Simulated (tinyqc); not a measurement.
Length of a polyene: Hueckel, PPP and singles CI along the polyenes. Computed by the program tinyqc. 

All-trans chains of carbon centres 1.40 angstrom apart:
```
parameter,value
"beta (eV), times 1 +/- alternation",-2.270000
alternation,0.070000
W (eV),11.160000
gamma_rr (eV),10.840000
repulsion formula,Ohno
```

Hueckel uses the same beta without repulsion; CIS keeps all single excitations and so misses the low, doubly excited 2Ag state. W is the valence ionisation energy of a centre, MN the Mataga-Nishimoto formula, f the oscillator strength.

Gaps and excitations (eV):
```
centres,Hueckel gap,PPP orbital gap,bright singlet (CIS),f,lowest triplet (CIS)
2,4.858,12.319,6.547,0.561,3.168
4,3.186,9.872,5.157,1.038,2.258
6,2.422,8.639,4.341,1.444,1.827
8,1.991,7.911,3.818,1.803,1.596
10,1.715,7.440,3.461,2.128,1.459
```

The Hueckel gap tends to 4 x alternation x |beta| = 0.64 eV for long chains. Exchange opens the PPP orbital gap, and the attraction of electron and hole brings the bright state 3.98 eV below it at 10 centres; the triplet lies 2.00 eV lower still.
